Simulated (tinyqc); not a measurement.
# Bandgap voltage reference from two bipolar transistors: output against temperature

Two transistors of area 1 and N carry the same current I. Is(T) = Is (T/T0)^eta exp[(Vg0 q/kB)(1/T0 - 1/T)], VBE1 = Vt ln(I/Is(T)) + I rb, VBE2 = Vt ln(I/(N Is(T))) + I rb/N. The amplifier forces I R1(T) = VBE1 - VBE2 + Vos, with R(T) = R (1 + tc (T - T0)) for both resistors, and the output is Vref = VBE1 + I R2(T). Base currents and the Early effect are neglected.

Vt = kB T/q; I = (Vt ln N + Vos)/(R1(T) - rb (1 - 1/N)).

Values chosen for this exercise; values of the order met in silicon bipolar transistors:

| symbol | value | unit | meaning |
|---|---|---|---|
| T0 | 298 | K | reference temperature |
| Vg0 | 1.148 | V | band-gap voltage extrapolated to 0 K |
| eta | 3.1 |  | temperature exponent of the saturation current |
| Is | 1.2e-17 | A | saturation current of the unit transistor at T0 |
| N | 24 |  | area ratio of the second transistor |
| R1 | 12 | kohm | resistor across which the difference of VBE falls, at T0 |
| tc | 0 | ppm/K | temperature coefficient of both resistors |
| Vos | -0.2 | mV | offset of the amplifier |
| rb | 25 | ohm | series resistance of the unit transistor |
| R2 | 72.13 | kohm | output resistor at T0 |

Constants: q = 1.602176634e-19 C, kB = 1.380649e-23 J/K. Results are converted to the units shown.

Results:

| T (K) | I (uA) | VBE1 (V) | I R2 (V) | Vref (V) | Vref - Vref(T0) (mV) | dVref/dT (uV/K) |
|---|---|---|---|---|---|---|
| 218 | 4.968 | 0.8290 | 0.3584 | 1.187 | 1.935 | 5.565 |
| 233 | 5.311 | 0.8043 | 0.3831 | 1.187 | 1.927 | -6.477 |
| 253 | 5.769 | 0.7710 | 0.4161 | 1.187 | 1.647 | -21.38 |
| 273 | 6.226 | 0.7374 | 0.4491 | 1.187 | 1.080 | -35.15 |
| 323 | 7.370 | 0.6524 | 0.5316 | 1.184 | -1.460 | -65.58 |
| 348 | 7.941 | 0.6094 | 0.5728 | 1.182 | -3.270 | -79.07 |
| 373 | 8.513 | 0.5660 | 0.6140 | 1.180 | -5.406 | -91.63 |
| 398 | 9.085 | 0.5223 | 0.6553 | 1.178 | -7.845 | -103.4 |
| 423 | 9.656 | 0.4784 | 0.6965 | 1.175 | -10.57 | -114.4 |

Estimate the missing row, T = 298 K.

Computed row:

| T (K) | I (uA) | VBE1 (V) | I R2 (V) | Vref (V) | Vref - Vref(T0) (mV) | dVref/dT (uV/K) |
|---|---|---|---|---|---|---|
| 298 | 6.798 | 0.6951 | 0.4903 | 1.185 | 0 | -51.00 |

With this row back in the table: VBE1 falls by 1.71 mV/K on average and I R2 rises by 1.65 mV/K. The slope of Vref vanishes at T = 225 K. Between 233 and 398 K Vref spans 9.77 mV, or 50.0 ppm/K by the box method (span over the average over T, over 165 K).

Computed by the program tinyqc: `OMP_NUM_THREADS=1 python tinyqc.py 2062196 2062197 out.jsonl`, one thread of a shared Intel Xeon 2.30GHz, about 0.02 s for the whole run.
